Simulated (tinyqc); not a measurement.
Hexagonal on-chip spiral inductor, lumped pi model: two steps of the calculation.

Outer diameter do = di + 2 n wd + 2 (n - 1) sp, mean da = (do + di)/2, fill p = (do - di)/(do + di), length l = 3.464 n da. L = 2.33 mu0 n^2 da/(1 + 3.82 p), mu0 = 4 pi 1e-7 H/m. Rs = rho l/(wd delta (1 - exp(-th/delta))), delta = sqrt(rho/(pi f mu0)). Cs = n wd^2 eps0 eo/hu across the coil. At each end Cox = l wd eps0 eo/(2 ho) leads to the substrate branch Rsi = 2 rs he/(l wd) in parallel with Csi = l wd eps0 11.7/(2 he). With one end grounded Y = 1/(Rs + i w L) + i w Cs + 1/[1/(i w Cox) + 1/(1/Rsi + i w Csi)], w = 2 pi f; Q = -Im Y/Re Y. Eddy currents in neighbouring turns and in the substrate are left out.

Values chosen for this exercise; values of the order met in silicon radio-frequency processes: number of turns n = 4.5; line width wd = 10 um; space between turns sp = 3 um; inner diameter di = 80 um; metal thickness th = 0.9 um; metal resistivity rho = 1.9 uohm cm; oxide below the coil ho = 7.3 um; oxide between coil and underpass hu = 1 um; relative permittivity of the oxide eo = 3.9; substrate resistivity rs = 100 ohm cm; effective spreading depth in the substrate he = 80 um; frequency f = 4.9 GHz.

Constants: eps0 = 8.8541878128e-12 F/m. Results are converted to the units shown.

Question 1. Geometry and model elements. do, l, L, delta, Rs, Cs, Cox, Rsi and Csi as defined.

Wanted: do; l; L; delta; Rs; Cs; Cox; Rsi; Csi.

Answer 1.

do = 191.00 um
l = 2112.2 um
L = 3.1326 nH
delta = 0.99106 um
Rs = 6.7860 ohm
Cs = 15.539 fF
Cox = 49.956 fF
Rsi = 7575.1 ohm
Csi = 13.676 fF

Question 2. Admittance, quality factor and apparent inductance. Series branch 1/(Rs + i w L), substrate branch, total Y, Q = -Im Y/Re Y, apparent inductance Im(1/Y)/w, metal-only value w L/Rs, share of the loss in the substrate Re(substrate branch)/Re Y.

L = 3.1325795 nH
Rs = 6.7860148 ohm
Cs = 15.539100 fF
Cox = 49.956289 fF
Rsi = 7575.1335 ohm
Csi = 13.675534 fF

Give: series branch; substrate branch; Y; Q; apparent inductance; w L/Rs; share of the loss in the substrate.

Answer 2.

series branch = 0.73-10.32i mS
substrate branch = 0.0810+0.3360i mS
Y = 0.807-9.503i mS
Q = 11.78
apparent inductance = 3.393 nH
w L/Rs = 14.21
share of the loss in the substrate = 10.04 %

Q is 82.9 % of the metal-only value.

Program tinyqc, `OMP_NUM_THREADS=1 python tinyqc.py 2302147 2302148 out.jsonl`; Intel Xeon 2.30GHz, shared host, one thread, about 0.01 s.
